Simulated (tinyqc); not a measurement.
## Front-illuminated p-i-n photodiode, quantum efficiency and bandwidth: efficiency and bandwidth against the diameter

Light enters through a p layer (0 to xp), a depleted layer (xp to xp + wi) and a thick n substrate, decaying as exp(-al x); one pass, no back reflection. Carriers made in the depleted layer are all collected; those in the neutral layers diffuse.

k = al Ln, s = S Ln/Dn, e = exp(-al xp); front layer f1 = (k/(k^2 - 1)) {[s + k - e (s cosh(xp/Ln) + sinh(xp/Ln))]/[s sinh(xp/Ln) + cosh(xp/Ln)] - k e}; depleted layer f2 = e (1 - exp(-al wi)); substrate f3 = e exp(-al wi) al Lp/(1 + al Lp); external efficiency (1 - Rf)(f1 + f2 + f3); responsivity = efficiency q lam/(h c). Drift response for pairs made in the depleted layer, a = al wi, g = 1 - exp(-a), u = 2 pi i f, te = wi/ve, th = wi/vh: electrons He = [g - a (exp(-a) - exp(-u te))/(u te - a)]/(u te g), holes Hh = [g - a (1 - exp(-a - u th))/(a + u th)]/(u th g); C = eps0 eps_r pi (dia/2)^2/wi + Cp; total |He + Hh|/sqrt(1 + (2 pi f RL C)^2), for the current of the depleted layer alone. Limits are the frequencies at which each factor falls to 1/sqrt(2); inverse-square sum (f_transit^-2 + f_RC^-2)^(-1/2); the diffusion currents f1 and f3 are left out of the bandwidth.

Values chosen for this exercise; values close to those of In0.53Ga0.47As at this wavelength:
```
symbol   value    unit                                         meaning
lam       1550      nm                                      wavelength
al        7190    1/cm                          absorption coefficient
Rf        0.05                           reflectance of the front face
eps_r     13.7                                   relative permittivity
xp        0.21      um                  thickness of the front p layer
wi         1.3      um                 thickness of the depleted layer
Dn          60  cm^2/s   electron diffusion coefficient in the p layer
Ln         3.1      um        electron diffusion length in the p layer
S          1e5    cm/s     recombination velocity of the front surface
Lp         6.2      um  hole diffusion length in the thick n substrate
ve      7.17e6    cm/s                         electron drift velocity
vh      4.86e6    cm/s                             hole drift velocity
RL          50     ohm                                 load resistance
Cp          20      fF                           parasitic capacitance
```

Constants: q = 1.602176634e-19 C, h = 6.62607015e-34 J s, c = 299792458 m/s, eps0 = 8.8541878128e-14 F/cm where lengths are in cm. Results are converted to the units shown.

The same in every row: f2 = 0.5222; f1 + f3 = 0.4133; responsivity (A/W) = 1.111; transit limit (GHz) = 25.42.

Results:
```
dia (um)  RC limit (GHz)  3 dB bandwidth (GHz)  inverse-square sum (GHz)  bandwidth x (1 - Rf) f2 (GHz)
5                  145.8                 24.88                     25.04                          12.34
10                 116.5                 24.59                     24.83                          12.20
20                 64.55                 23.07                     23.65                          11.45
50                 15.66                 12.85                     13.34                          6.373
100                4.228                 4.149                     4.171                          2.058
500               0.1735                0.1735                    0.1735                        0.08609
1000             0.04342               0.04342                   0.04342                        0.02154
```

Estimate the missing row, dia = 200 um.

Computed row:
```
dia (um)  RC limit (GHz)  3 dB bandwidth (GHz)  inverse-square sum (GHz)  bandwidth x (1 - Rf) f2 (GHz)
200                1.079                 1.077                     1.078                         0.5343
```

With this row back in the table: As dia goes from 5 to 1000, the responsivity stays at 1.11 A/W and the bandwidth falls from 24.9 to 0.0434 GHz. The RC limit is the lower one for dia = 50, 100, 200, 500, 1000, the transit limit elsewhere. Adding inverse squares of the two limits is within 3.8 % of the full result. In every row the diffusion currents exceed 0.3 of the drift current; their own response times, left out, may then shape the whole response.

Computed by the program tinyqc: `OMP_NUM_THREADS=1 python tinyqc.py 2250108 2250109 out.jsonl`, one thread of a shared Intel Xeon 2.30GHz, about 0.01 s for the whole run.
